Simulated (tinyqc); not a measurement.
Phonon transmission through an interface between two chains by Green functions: one step, computed by the program tinyqc.

Two semi-infinite chains (masses m_1, m_2; springs k_1, k_2), motion along the chain. The central region holds the end atom of each chain and three interlayer atoms of mass m_b, joined by springs k_b. lambda = omega^2 in eV/(angstrom^2 u); nu = 15.6333042 THz x sqrt(lambda).

Task: Band tops and impedances. nu_max = 15.6333042 THz x 2 sqrt(k/m); impedance Z = sqrt(k m); long-wave transmission 4 Z_1 Z_2/(Z_1 + Z_2)^2; the probe frequency is the given share of the lower band top.

Inputs (values chosen for the exercise, for two model chains):
```
quantity                          value           unit
mass m_1                           51.1              u
spring k_1                         9.55  eV/angstrom^2
mass m_2                           31.7              u
spring k_2                         15.9  eV/angstrom^2
probe frequency / lower band top   0.59              -
```

Atoms in the interlayer: three.

Constants: nu for 1 eV/(angstrom^2 u) = 15.6333042 THz.

Give: band top of chain 1; band top of chain 2; Z_1; Z_2; long-wave transmission; probe frequency.

Result:

band top of chain 1 = 13.517 THz

band top of chain 2 = 22.144 THz

Z_1 = 22.091 sqrt(eV u)/angstrom

Z_2 = 22.451 sqrt(eV u)/angstrom

long-wave transmission = 0.99993

probe frequency = 7.9749 THz
